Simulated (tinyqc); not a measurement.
# Small-signal admittance of a forward-biased p+-n diode: two studies

Holes injected into a neutral base of width wb with an ohmic contact at its end; low injection, p0 far above the equilibrium density. A small voltage v exp(i w t), w = 2 pi f, modulates the edge density by p0 v/Vt, and the small-signal density obeys Dp d2p/dx2 = (1/tau + i w) p.

Inputs (values chosen for the exercise); permittivity close to that of 4H silicon carbide: temperature T = 300 K; relative permittivity eps_r = 9.7; donor density of the base Nd = 1.9e17 cm^-3; hole diffusion coefficient Dp = 2.2 cm^2/s; hole lifetime tau = 4e-9 s; width of the neutral base wb = 3 um; excess hole density at the junction edge p0 = 1.7e14 cm^-3; acceptor density of the p+ side Na = 9e19 cm^-3; series resistance Rs = 0.00035 ohm cm^2; signal frequency f = 2.6e6 Hz.

Constants: q = 1.602176634e-19 C, kB = 1.380649e-23 J/K, Vt = kB T/q, eps0 = 8.8541878128e-14 F/cm where lengths are in cm. Results are converted to the units shown.

Each table varies one quantity; the others keep the values above.

## Admittance against frequency

L = sqrt(Dp tau); direct current J = (q Dp p0/L) coth(wb/L); k = sqrt(1 + i w tau)/L; diffusion admittance Y = (q Dp p0/Vt) k coth(k wb) = G + i w C_diff; junction capacitance C_j = sqrt(q eps0 eps_r Nd/(2 Vr)) in the depletion approximation, with the remaining barrier Vr = Vt ln(Na/p0), a rough value under forward bias; base-width modulation is left out. Measured admittance 1/[Rs + 1/(Y + i w C_j)].

The same in every row: C_j (uF/cm^2) = 0.1959.

Admittance against frequency:
```
f (Hz),w tau,G (S/cm^2),C_diff (uF/cm^2),measured G (S/cm^2),measured C (uF/cm^2),phase of the measured Y (degrees)
1e5,0.002513,24.79,0.04852,24.58,0.2402,0.3518
6e5,0.01508,24.79,0.04852,24.58,0.2402,2.110
2e6,0.05027,24.80,0.04851,24.59,0.2402,6.999
1e7,0.2513,24.96,0.04824,24.83,0.2399,31.26
4e7,1.005,27.13,0.04482,28.11,0.2361,64.65
2e8,5.027,43.24,0.02824,68.88,0.2154,75.73
7e8,17.59,75.39,0.01620,329.2,0.1828,67.73
3e9,75.40,152.7,0.007995,1826,0.06985,35.79
1e10,251.3,277.5,0.004400,2705,0.009721,12.72
```

G starts at J/Vt = 24.8 S/cm^2 and C_diff at (J tau/(2 Vt))(1 - 2 x/sinh 2x) = 0.0485 uF/cm^2, x = wb/L = 3.20. Between the last two rows G goes as f^(0.50) and C_diff as f^(-0.50); the limits are 1/2 and -1/2, reached when the signal penetrates only sqrt(Dp/w). The measured C is 1.7 % below C_diff + C_j in the first row and 95 % below it in the last, the difference being due to Rs.

## Effect of the excess hole density at the junction edge

Same model as above.

The same in every row: w tau = 0.06535.

Effect of the excess hole density at the junction edge:
```
p0 (cm^-3),G (S/cm^2),C_diff (uF/cm^2),C_j (uF/cm^2),measured G (S/cm^2),measured C (uF/cm^2),phase of the measured Y (degrees)
2e10,0.002918,5.706e-6,0.1508,0.005043,0.1508,89.88
2e11,0.02918,5.706e-5,0.1593,0.03155,0.1594,89.31
2e12,0.2918,5.706e-4,0.1694,0.2945,0.1699,83.95
2e13,2.918,0.005706,0.1817,2.918,0.1870,46.31
2e14,29.18,0.05706,0.1971,28.89,0.2490,8.016
2e15,291.8,0.5706,0.2172,264.8,0.6486,2.291
2e16,2918,5.706,0.2452,1444,1.456,0.9439
```

Read the table: what changes, and by how much?

As p0 goes from 2e10 to 2e16, G rises from 0.00292 to 2920 S/cm^2, C_diff rises from 5.71e-6 to 5.71 uF/cm^2 and the measured C rises from 0.151 to 1.46 uF/cm^2. C_diff exceeds C_j for p0 = 2e15, 2e16.

Computed by the program tinyqc: `OMP_NUM_THREADS=1 python tinyqc.py 2890207 2890208 out.jsonl`, one thread of a shared Intel Xeon 2.30GHz, about 0.01 s for the whole run.
